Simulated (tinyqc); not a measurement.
A ladder of methods, and size consistency: correlation methods against full CI in the 6-311g basis, for H2, spin multiplicity 1. Computed by the program tinyqc with PySCF. All electrons correlated; +Q is the Davidson correction (1 - c0^2) E_corr. The last columns treat two copies 100 angstrom apart as one system. FCI is the lowest singlet.

Geometry (angstrom):

| atom | x | y | z |
|---|---|---|---|
| H | 0.0000 | 0.0000 | 0.0000 |
| H | 0.0000 | 0.0000 | 0.6770 |

RHF energy of one = -1.125638 hartree

Correlation energies (hartree):

| method | E_corr of one | share of FCI (%) | E_corr of two at 100 angstrom | two minus twice one (mhartree) |
|---|---|---|---|---|
| MP2 | -0.017439 | 71.6475 | -0.034878 | 0.0000 |
| CISD | -0.024340 | 100.0000 | -0.048066 | 0.6135 |
| CISD+Q | -0.024655 | 101.2957 | -0.049260 | 0.0505 |
| CCSD | -0.024340 | 100.0000 | -0.048680 | 0.0000 |
| CCSD(T) | -0.024340 | 100.0000 | -0.048680 | 0.0000 |
| FCI | -0.024340 | 100.0000 | - | - |

What does the comparison show, and why?

MP2 recovers 72 %, CISD 100.0 % and CCSD 100.0 % of the FCI value (c0^2 = 0.987 in CISD). MP2 and coupled cluster are size consistent, so their last column vanishes; CISD loses 0.61 mhartree, since a double excitation on each copy is a quadruple of the pair, and the Davidson correction leaves +0.05. With two electrons, or one virtual orbital, CISD and CCSD are exact for one copy, so +Q overshoots there.
